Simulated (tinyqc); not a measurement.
Inside a calculation. Method: lattice vibrations of a chain. One step of it, computed by the program tinyqc.

Question. Dynamical matrix at q = 0.29. q is in units of 2 pi/a. A spring k from atom i to atom j, n cells on, adds k to Phi_ii and Phi_jj, -k exp(2 pi i q n) to Phi_ij and the conjugate to Phi_ji (for one atom a cell: 2k (1 - cos 2 pi q n)); D_ij = Phi_ij / sqrt(m_i m_j).

A chain moving along its axis:
```
atom   mass (u)  spring to the next atom (eV/angstrom^2)
1     48.000000                                 7.600000
2     33.400000                                11.500000
3     41.300000                                12.700000
4     26.000000                                24.400000
```

Give: D(q).

Answer.

D(q) (eV/(angstrom^2 u)):
```
                1        2        3               4
1          0.6667  -0.1898   0.0000  0.1718+0.6690i
2         -0.1898   0.5719  -0.3096          0.0000
3          0.0000  -0.3096   0.5860         -0.3876
4  0.1718-0.6690i   0.0000  -0.3876          1.4269
```
